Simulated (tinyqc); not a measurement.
Ratio and sensitivities against delay: time-domain thermoreflectance: layered heat flow under a modulated pulse train, and what the signal ratio measures. Computed by tinyqc, a small Python program. Command: `OMP_NUM_THREADS=1 python tinyqc.py 3112229 3112230 out.jsonl tdtr walk`. One thread of a shared host (Intel(R) Xeon(R) Processor @ 2.30GHz), about 0.1 s of CPU time with the checks.

Pulses repeat at 80 MHz; heat is laid down at the surface, all layers are isotropic.

Inputs (values chosen for the exercise, modelled on aluminium on a SiGe alloy):
```
quantity,value,unit
metal thickness d,93,nm
metal conductivity,170,W/(m K)
metal heat capacity,2.42,MJ/(m^3 K)
boundary conductance G under the metal,31,MW/(m^2 K)
substrate conductivity kappa,8.08,W/(m K)
substrate heat capacity C,1.65,MJ/(m^3 K)
modulation frequency f,2,MHz
"spot radius w (1/e^2, pump and probe)",16,micrometre
```

Stack: metal, substrate.

Method:
- For radial wave number k and angular frequency W each layer has u = sqrt(4 pi^2 k^2 + i W C/kappa) and gamma = kappa u. Surface impedance from below: Z = 1/gamma for the substrate; a layer of thickness L maps Z to (Z + tanh(u L)/gamma)/(1 + gamma Z tanh(u L)); a boundary adds 1/G.
- Response per absorbed watt H(W) = 2 pi int_0^(2/w) Z(k, W) exp(-pi^2 k^2 w^2) k dk by 20 Gauss-Legendre points.
- Signal: X + iY = sum_(m = -M..M) H(2 pi (f + m f_r)) exp(i 2 pi m f_r t) exp(-pi (m/M)^2 x 4), f_r = 80 MHz, M = 4000, with H(-W) the complex conjugate of H(W); V_in = X, V_out = Y, ratio = -V_in/V_out.
- Sensitivity S = ln(ratio'/ratio)/ln(1.01) for a rise of one input by 1 %.

Ratio and sensitivities:
```
t (ps),ratio,S to kappa,S to G,S to d,S to C,S to w
100,1.6427,0.32817,-0.03431,-0.60267,0.32286,-0.062831
200,1.6248,0.32676,-0.04189,-0.59902,0.32142,-0.062701
400,1.5922,0.32385,-0.05531,-0.58011,0.31845,-0.062451
800,1.5321,0.31776,-0.07823,-0.54541,0.31226,-0.061994
1500,1.4391,0.30699,-0.11046,-0.49201,0.30130,-0.061319
2500,1.3253,0.29209,-0.14557,-0.42734,0.28613,-0.060593
4000,1.1841,0.27149,-0.18328,-0.34849,0.26511,-0.059952
```

What follows from these numbers?

The largest sensitivity in size at 100 ps is to d (-0.60). kappa and C enter almost alike, through the effusivity. At 400 ps an error of 3 % in d passes on as 5 % in kappa.

Extremes, crossings and ranges named in words are read from the listed rows.
